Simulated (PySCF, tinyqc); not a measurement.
RKS/PBE0 in the 3-21g basis, for H3-, spin multiplicity 1, step by step. The basis has no diffuse functions, so it cannot describe the extra electron: this is an exercise in the method, not the real anion. The lowest restricted solution is unstable here: a spin-polarised one lies 0.0006 hartree lower (PySCF). One step of it, computed by the program tinyqc.

Task: Iteration 68 (converged): orbitals. Diagonalise F' = X^T F X, C = X C', fill 2 alpha and 2 beta electrons from the bottom; D = 2 C_occ C_occ^T. Each column has its largest component positive (the first on a tie).

converged F (hartree), lower triangle:
```
,1H 1s,1H 2s,2H 1s,2H 2s,3H 1s,3H 2s
1H 1s,0.484432
1H 2s,-0.128918,0.047106
2H 1s,-0.136792,-0.120917,0.554502
2H 2s,-0.138059,-0.047729,-0.093059,0.091625
3H 1s,-0.103391,-0.100687,-0.014357,-0.058074,0.597296
3H 2s,-0.122933,-0.040081,-0.062283,-0.033422,-0.067534,0.121609
```

X, lower triangle:
```
,1H 1s,1H 2s,2H 1s,2H 2s,3H 1s,3H 2s
1H 1s,1.251147
1H 2s,-0.516367,1.636517
2H 1s,0.030511,-0.000290,1.244076
2H 2s,0.020591,-0.426320,-0.488328,1.481619
3H 1s,0.033945,0.004968,0.011165,0.033513,1.243555
3H 2s,0.027476,-0.363932,0.038210,-0.114190,-0.486116,1.430156
```

Give: F' = X^T F X; orbital energies; coefficients C; D after iteration 68.

Result:

F' = X^T F X (hartree), lower triangle:
```
,1,2,3,4,5,6
1,0.913
2,-0.545,0.502
3,-0.031,-0.077,0.983
4,-0.068,-0.100,-0.540,0.485
5,0.005,-0.071,0.043,-0.003,1.025
6,-0.060,-0.091,0.000,-0.051,-0.541,0.493
```

orbital energies (hartree): MO1 -0.068, MO2 0.172, MO3 0.312, MO4 1.274, MO5 1.323, MO6 1.388

coefficients C:
```
,MO1,MO2,MO3,MO4,MO5,MO6
1H 1s,0.223,0.000,0.191,-1.211,0.016,0.532
1H 2s,0.412,0.032,1.064,1.363,0.110,-0.292
2H 1s,0.157,-0.175,-0.114,0.183,1.206,0.483
2H 2s,0.281,-0.668,-0.744,-0.398,-1.157,-0.234
3H 1s,0.118,0.195,-0.099,0.436,-0.519,1.125
3H 2s,0.207,0.743,-0.613,-0.626,0.586,-0.851
```

D after iteration 68, lower triangle:
```
,1H 1s,1H 2s,2H 1s,2H 2s,3H 1s,3H 2s
1H 1s,0.099
1H 2s,0.183,0.342
2H 1s,0.070,0.118,0.111
2H 2s,0.125,0.189,0.322,1.050
3H 1s,0.053,0.110,-0.031,-0.194,0.104
3H 2s,0.093,0.218,-0.195,-0.875,0.338,1.189
```
